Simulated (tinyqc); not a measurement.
Bandgap voltage reference from two bipolar transistors: one step of the calculation.

Two transistors of area 1 and N carry the same current I. Is(T) = Is (T/T0)^eta exp[(Vg0 q/kB)(1/T0 - 1/T)], VBE1 = Vt ln(I/Is(T)) + I rb, VBE2 = Vt ln(I/(N Is(T))) + I rb/N. The amplifier forces I R1(T) = VBE1 - VBE2 + Vos, with R(T) = R (1 + tc (T - T0)) for both resistors, and the output is Vref = VBE1 + I R2(T). Base currents and the Early effect are neglected.

Task. Operating point at another temperature. Vt = kB T/q; I = (Vt ln N + Vos)/(R1(T) - rb (1 - 1/N)).

Parameters, values chosen for the exercise; values of the order met in silicon bipolar transistors:
- T0 = 323 K (reference temperature)
- Vg0 = 1.175 V (band-gap voltage extrapolated to 0 K)
- eta = 3.6 (temperature exponent of the saturation current)
- Is = 4.4e-18 A (saturation current of the unit transistor at T0)
- N = 15 (area ratio of the second transistor)
- R1 = 3.7 kohm (resistor across which the difference of VBE falls, at T0)
- tc = 0 ppm/K (temperature coefficient of both resistors)
- Vos = 0 mV (offset of the amplifier)
- rb = 0 ohm (series resistance of the unit transistor)
- R2 = 21.06 kohm (output resistor at T0)
- T = 358 K (temperature)

Constants: q = 1.602176634e-19 C, kB = 1.380649e-23 J/K. Results are converted to the units shown.

Give: Vt; I; Is(T); VBE1; I R2; Vref.

Result.

Vt = 0.03085 V
I = 22.58 uA
Is(T) = 3.951e-16 A
VBE1 = 0.7641 V
I R2 = 0.4755 V
Vref = 1.240 V

From T0 to T, VBE1 changes by -47.6 mV and I R2 by 46.5 mV, which leaves -1.13 mV in Vref.

Numbers from tinyqc (`OMP_NUM_THREADS=1 python tinyqc.py 2062121 2062122 out.jsonl`; about 0.02 s on one thread of a shared Intel Xeon 2.30GHz).
